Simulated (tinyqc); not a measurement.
## FinFET, parasitic resistance, capacitance and delay: effect of the contacted gate pitch

Nf fins under one contact; each has gated perimeter p = 2 Hf + Wf and cross-section A = Hf Wf; contact width Wc = Nf pf, stack height Hs = Hf. Contact length Lc = CPP - Lg - 2 Lsp, shared by two neighbouring gates. Source and drain sides are equal. The formulas are first-order estimates, not field solutions.

Epitaxy sheet resistance Rsh = re/te, transfer length LT = sqrt(rc/Rsh), contact Rc = [sqrt(rc Rsh)/Wc] coth(Lc/(2 LT)); extension of one fin Rx = rx Lsp/A. With N fins: gate Cg = Cinv p N Lg; per side, plate Cp = ks eps0 [Wc (Hs + Hc) - N A]/Lsp, top fringe Cf = (2/pi) ks eps0 Wc ln(1 + Lg/(2 Lsp)), overlap Co = Cinv p N Lov. One fin: I = p Q vx u/(1 + |u|^1.8)^(1/1.8), Q = Cinv n Vt ln(1 + exp((Vg' - VT + dl Vd')/(n Vt))), u = Vd' mu/(vx Lg), Vg' = Vgs - v, Vd' = Vds - 2 v, with the drop on each side v = Rc (sum of I) + Rx I. Ieff = [I(Vgs = Vdd, Vds = Vdd/2) + I(Vdd/2, Vdd)]/2, total currents. With Cs = Cp + Cf + Co, the load of an inverter of two such devices driving an equal one is CL = 2 (Cg + 2 Cs) + 4 Cs + Cw (own drains counted twice for the Miller effect); delay CL Vdd/(2 Ieff).

Values chosen for this exercise; values close to those of silicon logic devices: temperature T = 300 K; number of fins Nf = 4; fin height Hf = 50 nm; fin width Wf = 7 nm; fin pitch pf = 34 nm; gate length Lg = 18 nm; spacer length Lsp = 8 nm; relative permittivity of the spacer ks = 3.3; gate height above the channel stack Hc = 15 nm; contact resistivity rc = 2.3e-9 ohm cm^2; resistivity of the source-drain epitaxy re = 0.00023 ohm cm; current-carrying depth of the epitaxy te = 30 nm; resistivity of the extension rx = 0.0011 ohm cm; gate overlap Lov = 1 nm; inversion capacitance Cinv = 3.2 uF/cm^2; injection velocity vx = 1.1e7 cm/s; apparent mobility mu = 120 cm^2/(V s); threshold at zero drain voltage VT = 0.21 V; barrier lowering dl = 0.074 V/V; subthreshold factor n = 1.11; wire load Cw = 0.38 fF; supply voltage Vdd = 0.7 V.

Constants: q = 1.602176634e-19 C, kB = 1.380649e-23 J/K, eps0 = 8.8541878128e-12 F/m, Vt = kB T/q. Results are converted to the units shown.

The same in every row: Rx/N (ohm) = 62.86; CL (aF) = 1215.

Result of one run:

| CPP (nm) | Rc (ohm) | Ieff (uA) | delay (ps) |
|---|---|---|---|
| 60 | 132.5 | 325.3 | 1.308 |

What becomes of these results when the contacted gate pitch CPP is changed from 60 to 48 nm, all else the same?

Result of the changed run:

| CPP (nm) | Rc (ohm) | Ieff (uA) | delay (ps) |
|---|---|---|---|
| 48 | 242.9 | 269.1 | 1.580 |

The whole series:

| CPP (nm) | Rc (ohm) | Ieff (uA) | delay (ps) |
|---|---|---|---|
| 42 | 423.5 | 208.3 | 2.042 |
| 48 | 242.9 | 269.1 | 1.580 |
| 54 | 171.0 | 303.6 | 1.401 |
| 60 | 132.5 | 325.3 | 1.308 |
| 66 | 108.7 | 340.0 | 1.251 |
| 72 | 92.55 | 350.5 | 1.213 |
| 78 | 80.96 | 358.4 | 1.187 |

As CPP goes from 42 to 78 nm, Ieff rises from 208 to 358 uA, CL stays at 1220 aF and the delay falls from 2.04 to 1.19 ps. Only the contact length changes, so the capacitance stays and the pitch acts through Rc.

Numbers from tinyqc (`OMP_NUM_THREADS=1 python tinyqc.py 2170124 2170125 out.jsonl`; about 0.05 s on one thread of a shared Intel Xeon 2.30GHz).
